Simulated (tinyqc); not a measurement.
Effective charge: two electrons on one impurity (helium-like model).

Units Ha* = 2 Ry m/eps^2 and a* = a0 eps/m. One electron is bound by Z^2/2. Two electrons in the singlet built from exp(-a r) and exp(-b r): S = 8 (ab)^(3/2)/(a + b)^3, h_aa = a^2/2 - Z a, h_bb alike, h_ab = S (ab/2 - Z (a + b)/2), J = ab (a^2 + 3ab + b^2)/(a + b)^3, K = 20 (ab)^3/(a + b)^5, E = (h_aa + h_bb + 2 S h_ab + J + K)/(1 + S^2). For a = b this is a^2 - 2 Z a + 5a/8. Real double donors are deeper, since the central cell is left out.

Inputs chosen for the exercise (out of a larger set: near those of impurities in cubic GaN; not measured data):
- m = 0.206 m0 (one mean mass)
- eps = 9.5 (dielectric constant)
- Zs = (0.98, 1.05, 1.25, 1.64, 1.81, 2.41, 4.13) (charges)

Ha* = 62.1113 meV

Binding of the first electron, of the second (-E - Z^2/2) with equal and with unequal orbitals, and U, the first less the second (unequal).

Results (meV):
```
Z     first  second, equal  second, unequal   a/b      U  U/(Z Ha*)
0.98   29.8          -2.15             0.44  3.92   29.4      0.483
1.05   34.2          -0.46             1.93  3.25   32.3      0.495
1.25   48.5           6.07             8.14  2.52   40.4      0.520
1.64   83.5          25.93            27.77  2.04   55.8      0.547
1.81  101.7          37.54            39.33  1.93   62.4      0.555
2.41  180.4          92.88            94.56  1.70   85.8      0.573
4.13  529.7         375.45           377.02  1.46  152.7      0.595
```

What can be read from this table?

Equal orbitals bind a second electron only above Z = (5/16)/(1 - 1/sqrt2) = 1.067; unequal ones do so in 7 of the 7 rows. Their gain is 2.60 meV in the first row and 1.57 in the last, while the second binding grows to 377 meV, so the gain decides the matter only near Z = 1. U grows almost linearly with Z: U/(Z Ha*) goes from 0.483 to 0.595, towards 5/8, while the first binding grows as Z^2. Angular correlation is left out: at Z = 1 this function binds the second electron by 0.0133 Ha*, half the exact 0.0278.

(tinyqc, `OMP_NUM_THREADS=1 python tinyqc.py 1281089 1281090 out.jsonl`, Intel(R) Xeon(R) Processor @ 2.30GHz, 1 thread, shared host, about 0.02 s.)
